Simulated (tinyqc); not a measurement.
Changing the thickness t_F: switching kinetics of a ferroelectric film and the memory window of a ferroelectric gate stack. Computed by tinyqc, a small Python program. Command: `OMP_NUM_THREADS=1 python tinyqc.py 3021374 3021375 out.jsonl feswitch sweep`. One thread of a shared host (Intel(R) Xeon(R) Processor @ 2.30GHz), about 0.02 s of CPU time with the checks.

Fields in MV/cm; 1 microcoulomb/cm^2 over eps_0 is 11.29409 MV/cm. In the stack (metal, ferroelectric, interlayer, channel) the channel is taken as a conductor.

Inputs (values chosen for the exercise, for a model film): saturation polarisation P_s = 18 microcoulomb/cm^2; ratio P_r/P_s = 0.87; coercive field E_c = 1.1 MV/cm; permittivity of the ferroelectric eps_F = 25; permittivity of the interlayer eps_I = 3.9; interlayer thickness t_I = 1.1 nm; share s of P screened by trapped charge = 0.62; pulse height V = 5.6 V; time constant t_inf = 2.2e-10 s; activation field E_a = 8.8 MV/cm; Merz exponent alpha = 2; dimension n = 2; pulse length t_p = 1.8e-06 s; breakdown field of the interlayer = 11 MV/cm.

Kinetics: Kolmogorov-Avrami-Ishibashi (KAI).

Method:
- Saturated branches: P(E) = P_s tanh[(E -/+ E_c)/(2 delta)], delta = E_c/ln[(1 + P_r/P_s)/(1 - P_r/P_s)]; D = P + eps_0 eps_F E.
- At threshold the channel charge is negligible, so D = 0 on each branch: (1 - s) P(E) + eps_0 eps_F E = 0, with the screened share s. The rising branch has the root E0 between 0 and E_c; window = 2 E0 t_F; its upper bound is 2 E_c t_F.
- Series stack: V = E_F t_F + E_I t_I and eps_I E_I = eps_F E_F + (1 - s) P/eps_0. Before switching P = -P_r, after it P = +P_s; in retention V = 0 and P = +P_r.
- Merz's law: t1 = t_inf exp[(E_a/E)^alpha] at the mean of the fields before and after switching. KAI: switched share = 1 - exp[-(t/t1)^n].

One run for each value:
```
thickness t_F (nm)  memory window (V)  depolarising field over E_c  E_F after switching (MV/cm)  switching time t1 (s)
4.0                            0.6906                       1.5594                       3.0957             5.2608e-09
11.0                           1.8990                       0.9547                       1.8952             1.0487e-06
15.0                           2.5896                       0.7815                       1.5514             6.7826e-05
19.0                           3.2802                       0.6615                       1.3132             1.0078e-02
23.0                           3.9707                       0.5735                       1.1384             3.4398e+00
26.0                           4.4886                       0.5214                       1.0351             4.7149e+02
30.0                           5.1792                       0.4651                       0.9233             6.8990e+05
```

Give the missing row, thickness t_F (nm) = 7.7.

Computed row:
```
thickness t_F (nm)  memory window (V)  depolarising field over E_c  E_F after switching (MV/cm)  switching time t1 (s)
7.7                            1.3293                       1.1682                       2.3192             6.2912e-08
```

Interpolating between the two neighbouring rows (the first column on a logarithmic scale, the others too where they are positive) misses most in switching time t1 (s), by 160 %. Over the rows, memory window (V) rises from 0.691 to 5.18 (exponent d ln y / d ln x about 1.00 throughout); depolarising field over E_c falls from 1.56 to 0.465 (exponent d ln y / d ln x -0.44 between the first rows and -0.80 between the last); E_F after switching (MV/cm) falls from 3.10 to 0.923 (exponent d ln y / d ln x -0.44 between the first rows and -0.80 between the last). The exponent of memory window stays at 1: the window is a field times the thickness.

Caution (all rows): the interlayer field exceeds its breakdown field, so charge injection would change the fields. Caution (rows 4.00, 7.70): a depolarising field above E_c switches the film back, so P_r is not held. Caution (all rows): the field changes much during switching, so one mean field is a crude stand-in. Caution (rows 26.0, 30.0): E_F after switching lies below E_c, so switching stalls before P_s and that state is not reached.
